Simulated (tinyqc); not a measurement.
What moves the results: four-band model of biased bilayer graphene near K. A value that a table varies takes the place of the one given here.

Basis A1, B1, A2, B2, with B1 below A2; p = kx + i ky, v_j = (sqrt3/2) a g_j. Diagonal -U/2, -U/2, U/2, U/2; <A1|B1> = <A2|B2> = v0 p*, <B1|A2> = g1, <A1|B2> = v3 p, <A1|A2> = <B1|B2> = -v4 p*.

Parameters, chosen for this exercise (near those used for Bernal bilayer graphene; the results hold for these values, not for the real material): a = 2.46 angstrom (lattice constant); g0 = 2.87 eV (hopping in a layer); g1 = 0.405 eV (hopping of the dimer sites); g3 = 0 eV (skew hopping A1-B2); g4 = 0 eV (skew hopping A1-A2); U = 0.44 eV (potential difference of the layers); k = (0.031, 0.024) 1/angstrom (wave vector from K).

## Gap against bias

Closed form for g3 = g4 = 0: gap U g1/sqrt(U^2 + g1^2), ring radius as (U/2 v0) sqrt((2 g1^2 + U^2)/(g1^2 + U^2)). Last column: lowest band 3 less highest band 2 of the full matrix on a polar grid, |k| = 0 to 0.08 in steps of 0.001 1/angstrom, angles 0, 15, 30, 45, 60 degrees.

Gap:

| U (eV) | gap (eV) | kg (1/angstrom) | gap/U | gap on the grid (eV) |
|---|---|---|---|---|
| 0.02 | 0.0200 | 0.0023 | 0.999 | 0.0200 |
| 0.05 | 0.0496 | 0.0058 | 0.992 | 0.0496 |
| 0.10 | 0.0971 | 0.0114 | 0.971 | 0.0971 |
| 0.15 | 0.1407 | 0.0168 | 0.938 | 0.1407 |
| 0.20 | 0.1793 | 0.0220 | 0.897 | 0.1793 |
| 0.30 | 0.2411 | 0.0315 | 0.804 | 0.2411 |
| 0.40 | 0.2846 | 0.0401 | 0.711 | 0.2846 |
| 0.60 | 0.3357 | 0.0562 | 0.559 | 0.3357 |

How do the results move?

The gap follows U while U << g1 (ratio 0.992 at 0.05 eV) and bends towards g1 = 0.405 eV, reaching 0.336 eV at 0.6. Grid and formula agree within 0.04 meV. U is the screened difference, smaller than the applied field times the layer distance.

## From parabola to cone

U = 0, along kx. Parabola: v0^2 k^2/g1. Hyperbola: sqrt(g1^2/4 + v0^2 k^2) - g1/2. Then bands 3 and 2 of the full matrix for +kx and band 3 for -kx.

Energies (eV):

| k (1/angstrom) | parabola | hyperbola | band 3, +kx | band 2, +kx | band 3, -kx |
|---|---|---|---|---|---|
| 0.002 | 0.0004 | 0.0004 | 0.0004 | -0.0004 | 0.0004 |
| 0.005 | 0.0023 | 0.0023 | 0.0023 | -0.0023 | 0.0023 |
| 0.010 | 0.0092 | 0.0090 | 0.0090 | -0.0090 | 0.0090 |
| 0.020 | 0.0369 | 0.0341 | 0.0341 | -0.0341 | 0.0341 |
| 0.030 | 0.0831 | 0.0707 | 0.0707 | -0.0707 | 0.0707 |
| 0.050 | 0.2308 | 0.1642 | 0.1642 | -0.1642 | 0.1642 |
| 0.080 | 0.5908 | 0.3269 | 0.3269 | -0.3269 | 0.3269 |
| 0.120 | 1.3292 | 0.5586 | 0.5586 | -0.5586 | 0.5586 |

What can be read from the table?

The parabola is 2 % above the hyperbola at 0.01 and a factor 2.38 at 0.12 1/angstrom, where the slope nears v0. With g3 = g4 = 0 the hyperbola is exact, the bands are isotropic and mirror images.

## What each parameter does

The four levels at k. Each row changes one parameter from the base and keeps the others.

Results:

| case | band 1 (eV) | band 2 (eV) | band 3 (eV) | band 4 (eV) |
|---|---|---|---|---|
| base | -0.5942 | -0.1507 | 0.1507 | 0.5942 |
| g0 = 3.014 eV | -0.6043 | -0.1495 | 0.1495 | 0.6043 |
| g1 = 0.4455 eV | -0.6205 | -0.1586 | 0.1586 | 0.6205 |
| g3 = 0.1 eV | -0.5938 | -0.1524 | 0.1524 | 0.5938 |
| g4 = 0.05 eV | -0.5966 | -0.1483 | 0.1532 | 0.5917 |
| U = 0.49 eV | -0.6104 | -0.1626 | 0.1626 | 0.6104 |

What can be read from the table?

The largest shifts from the base row, up to three for each result and ties (the steps differ in size, so this ranks the rows, not the parameters). band 1 (eV): g1 -0.0263, U -0.0162, g0 -0.0102. band 2 (eV): U -0.0119, g1 -0.0079, g4 +0.0024. band 3 (eV): U +0.0119, g1 +0.0079, g4 +0.0025. band 4 (eV): g1 +0.0263, U +0.0162, g0 +0.0102. Only g4 breaks the mirror symmetry between the upper and lower bands.

Computed by tinyqc, a small Python program: `OMP_NUM_THREADS=1 python tinyqc.py 1480956 1480957 out.jsonl` (the numbers bound the seed that draws the inputs); one thread of a shared host (Intel(R) Xeon(R) Processor @ 2.30GHz), about 0.05 s for the whole set of steps.
